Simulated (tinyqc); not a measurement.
Froehlich polaron in a polar crystal: one step, computed by the program tinyqc.

One electron in a parabolic band of mass m*, coupled to dispersionless LO phonons in the continuum model. Energies are in units of hbar omega unless marked, wave numbers in k_0 = sqrt(2 m* omega/hbar).

Task: Second-order perturbation theory. At T = 0 and k < k_0: E(k) = (k/k_0)^2 - alpha arcsin(k/k_0)/(k/k_0); so E(0) = -alpha, 1/m_p = (1 - alpha/6)/m*, and the mean number of phonons in the cloud at k = 0 is alpha/2. The Lee-Low-Pines variational state gives the same E(0) and m_p = m* (1 + alpha/6).

Inputs (values chosen for the exercise, modelled on magnesium oxide): LO phonon energy hbar omega = 84.7 meV; electron wave number k/k_0 = 0.83.

coupling constant alpha = 1.952678

Give: energy shift at k = 0; E(k); m*/m_p, second order; m_p/m*, Lee-Low-Pines; phonons in the cloud.

Result:

energy shift at k = 0 = -165.4 meV

E(k) = -1.615 hbar omega

m*/m_p, second order = 0.6746

m_p/m*, Lee-Low-Pines = 1.325

phonons in the cloud = 0.9763
